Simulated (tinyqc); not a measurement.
Changing the thickness t: domain walls in a thin film with perpendicular anisotropy: Bloch, Neel and chiral walls, motion and stripe domains. Computed by tinyqc, a small Python program. Command: `OMP_NUM_THREADS=1 python tinyqc.py 3006007 3006008 out.jsonl mwall sweep`. One thread of a shared host (Intel(R) Xeon(R) Processor @ 2.30GHz), about 0.02 s of CPU time with the checks.

One-dimensional wall: polar angle theta(x), azimuth phi of the moment in the wall (phi = 0 Neel, 90 degrees Bloch). mu_0 = 1.25663706212e-6 T m/A, gamma = 1.76085963023e11 rad/(s T).

Inputs (values chosen for the exercise, for a model film):

| quantity | value | unit |
|---|---|---|
| saturation magnetisation M_s | 1090 | kA/m |
| exchange stiffness A | 8.2 | pJ/m |
| uniaxial anisotropy K_u | 1010 | kJ/m^3 |
| DMI constant D | 0.039 | mJ/m^2 |

Method:
- K_eff = K_u - mu_0 M_s^2/2; Delta = sqrt(A/K_eff); sigma_0 = 4 sqrt(A K_eff); profile theta = 2 arctan exp(x/Delta); quality factor Q = 2 K_u/(mu_0 M_s^2).
- sigma(phi) = sigma_0 + 2 Delta K_D cos^2(phi) - pi D cos(phi), with the wall shape anisotropy K_D = N_x mu_0 M_s^2/2, N_x = t ln 2/(pi Delta). The minimum has cos(phi) = D/D_N for D < D_N = 4 Delta K_D/pi and phi = 0 beyond; sigma turns negative at D_c = (sigma_0 + 2 Delta K_D)/pi.
- Dipolar length l = sigma/(mu_0 M_s^2); for t much smaller than the period the domain width is w = 0.955 t exp(pi l/t) (Kaplan and Gehring), given as log10 of w in nm.

One run for each value:

| thickness t (nm) | D_N (mJ/m^2) | wall energy sigma (mJ/m^2) | log10 of the domain width in nm |
|---|---|---|---|
| 0.50 | 0.105 | 5.857 | 10.38 |
| 0.69 | 0.145 | 5.863 | 7.58 |
| 0.97 | 0.203 | 5.868 | 5.49 |
| 1.30 | 0.273 | 5.871 | 4.22 |
| 1.90 | 0.398 | 5.874 | 3.08 |
| 2.60 | 0.545 | 5.875 | 2.46 |
| 3.60 | 0.755 | 5.877 | 2.03 |
| 5.00 | 1.049 | 5.877 | 1.75 |

Describe and explain the trends.

Over the rows, D_N (mJ/m^2) rises from 0.105 to 1.05 (exponent d ln y / d ln x about 1.0 throughout); wall energy sigma (mJ/m^2) rises from 5.857 to 5.877 (exponent d ln y / d ln x 0.0033 between the first rows and 4.6e-4 between the last); log10 of the domain width in nm falls from 10.4 to 1.75. D, K_u and M_s are held fixed; interface terms in a real film fall as 1/t.

Caution (rows 3.60, 5.00): the formula for N_x assumes a film much thinner than the wall width.

Extremes, crossings and ranges named in words are read from the listed rows.
